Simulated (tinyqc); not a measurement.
Static response in three, two and one dimensions: static screening by free carriers.

Lindhard at zero temperature: eps(q)/eps = 1 + (qTF/q)^2 L(x), x = q/(2 kF), L(x) = 1/2 + ((1 - x^2)/(4x)) ln|(1 + x)/(1 - x)|.

kF = 1.35002 1/angstrom
qTF = 1.80229 1/angstrom

x = q/(2 kF). Response over its long-wave value: L3 as above; L2 = 1 for x <= 1 and 1 - sqrt(1 - 1/x^2) beyond; L1 = ln|(1 + x)/(1 - x)|/(2x).

Response:
```
x,L3,L2,L1,"eps(q)/eps, Lindhard 3D",Thomas-Fermi
0.100,0.997,1.000,1.003,45.41,45.56
0.299,0.970,1.000,1.032,5.833,5.984
0.498,0.913,1.000,1.098,2.640,2.797
0.698,0.817,1.000,1.237,1.747,1.915
0.897,0.659,1.000,1.624,1.365,1.554
0.977,0.552,1.000,2.279,1.258,1.467
1.097,0.358,0.589,1.401,1.132,1.370
1.296,0.231,0.364,0.790,1.061,1.265
1.595,0.144,0.221,0.462,1.025,1.175
2.193,0.072,0.110,0.224,1.007,1.093
```

Give the missing row, x = 1.017.

Computed row:
```
x         L3     L2     L1  eps(q)/eps, Lindhard 3D  Thomas-Fermi
1.017  0.460  0.818  2.348                    1.198         1.431
```

Next to x = 1 the table has L3 = 0.552 and 0.460, L2 = 1.000 and 0.818, L1 = 2.279 and 2.348: an infinite slope in 3D, a kink in 2D and a logarithmic peak in 1D, where the whole Fermi surface is joined by 2 kF. These features give Friedel oscillations of period pi/kF = 2.33 angstrom at zero temperature; they wash out once kT nears EF, so this table, for T = 0, describes the gas only where EF is well above kT. Thomas-Fermi overstates eps(q) by 5.9 % at x = 0.498 and by 14.6 % at x = 1.595.

Program tinyqc; command `OMP_NUM_THREADS=1 python tinyqc.py 1680245 1680246 out.jsonl`; about 0.01 s on one thread of a shared Intel(R) Xeon(R) Processor @ 2.30GHz.
